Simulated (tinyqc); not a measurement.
Trench capacitor in an array: capacitance, non-linearity, leakage and relaxation: two steps of the calculation.

A film between two metal electrodes, each interface adding a series capacitance ci. The small-signal permittivity is ek (1 + aq E^2); the field is found with the linear permittivity. Leakage J = J0 sinh(E/Ef). After a voltage step the film passes a relaxation current kr C V tt^(-nr), tt being the time in seconds. The sidewall is a coaxial capacitor with radii a = dm/2 - t and b = dm/2, depth AR dm; the end face is left out.

Inputs (values chosen for the exercise); permittivity of the order of that of aluminium oxide: relative permittivity of the film ek = 9.42; film thickness t = 5.9 nm; capacitance of each electrode interface (dead layer and screening) ci = 1000 uF/cm^2; quadratic field coefficient of the permittivity aq = 0.004 cm^2/MV^2; bias V = 1.2 V; leakage prefactor J0 = 1.8e-11 A/cm^2; field for an e-fold rise of the leakage Ef = 0.26 MV/cm; diameter of the hole dm = 37 nm; aspect ratio, depth over diameter AR = 20; pitch of the square array pt = 56 nm; resistivity of the inner electrode rho = 1600 uohm cm.

Constants: eps0 = 8.8541878128e-14 F/cm where lengths are in cm. Results are converted to the units shown.

Task 1. Planar capacitance, field and non-linearity. Planar film: Cf = eps0 ek/t, 1/C = 1/Cf + 2/ci, EOT = 3.9 eps0/C, effective permittivity C t/eps0, E = (V/t) C/Cf; quadratic coefficient [C(V)/C - 1]/V^2 with Cf (1 + aq E^2) in C(V).

Wanted: Cf; C; EOT; effective permittivity; E; quadratic coefficient; J.

Result 1.

Cf = 1.414 uF/cm^2
C = 1.410 uF/cm^2
EOT = 2.450 nm
effective permittivity = 9.393
E = 2.028 MV/cm
quadratic coefficient = 1.139e4 ppm/V^2
J = 2.198e-8 A/cm^2

The interfaces take 0.282 % of the voltage.

Task 2. Cell capacitance, fields and time constant. Per length 1/c = ln(b/a)/(2 pi eps0 ek) + (1/a + 1/b)/(2 pi ci); cell capacitance c AR dm; per footprint over pt^2; fields c V/(2 pi eps0 ek r) at r = a and b; resistance of the inner electrode rho AR dm/(pi a^2); time constant R C/3 of the distributed line.

Find: a; b; cell capacitance; capacitance per footprint; field at a; field at b; R; R C/3.

Result 2.

a = 12.600 nm
b = 18.500 nm
cell capacitance = 1.0068 fF
capacitance per footprint = 32.104 uF/cm^2
field at a = 2.4725 MV/cm
field at b = 1.6840 MV/cm
R = 23.739 kohm
R C/3 = 7.9667 ps

The array gives 22.8 times the planar capacitance per footprint; curvature makes the field at the inner electrode 1.22 times the planar value.

Program tinyqc, `OMP_NUM_THREADS=1 python tinyqc.py 2102009 2102010 out.jsonl`; Intel Xeon 2.30GHz, shared host, one thread, about 0.01 s.
